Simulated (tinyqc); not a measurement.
From results back to parameters: coherent potential approximation for a binary alloy with a semi-elliptic band. Five cases, with inputs chosen for the exercise.

Problem. With levels eA = -x d and eB = (1 - x) d on a semi-elliptic band of half width W, the alloy density has second moment W^2/4 + x (1 - x) d^2 and third moment x (1 - x)(1 - 2x) d^3 about its centre (exact, and kept by the CPA). The moments below come from hidden x and d > 0.

Find: d; x.

Method. v = m2 - W^2/4 = x (1 - x) d^2 and u = m3/v = (1 - 2x) d; then d^2 = u^2 + 4v and x = (1 - u/d)/2.

Case 1.

Values chosen: W = 2 eV (half width of the pure band).
second moment = 1.022556 eV^2
third moment = 0.008445 eV^3

Solution.

d = 0.48 eV
x = 0.11

Case 2.

Values chosen: W = 3 eV (half width of the pure band).
second moment = 2.601759 eV^2
third moment = 0.033487 eV^3

Solution.

d = 1.19 eV
x = 0.46

Case 3.

Values chosen: W = 3.8 eV (half width of the pure band).
second moment = 12.730889 eV^2
third moment = 22.632573 eV^3

Solution.

d = 6.53 eV
x = 0.31

Case 4.

Values chosen: W = 2.8 eV (half width of the pure band).
second moment = 3.350885 eV^2
third moment = 1.347767 eV^3

Solution.

d = 2.55 eV
x = 0.31

Case 5.

Values chosen: W = 4.8 eV (half width of the pure band).
second moment = 12.136701 eV^2
third moment = 13.230380 eV^3

Solution.

d = 5.46 eV
x = 0.31

Computed by tinyqc, one run a case: `OMP_NUM_THREADS=1 python tinyqc.py N N+1 out.jsonl` with N = 1482445, 1482467, 1482584, 1482719, 1482741; one thread of a shared Intel(R) Xeon(R) Processor @ 2.30GHz, about 0.01 s a run at most.
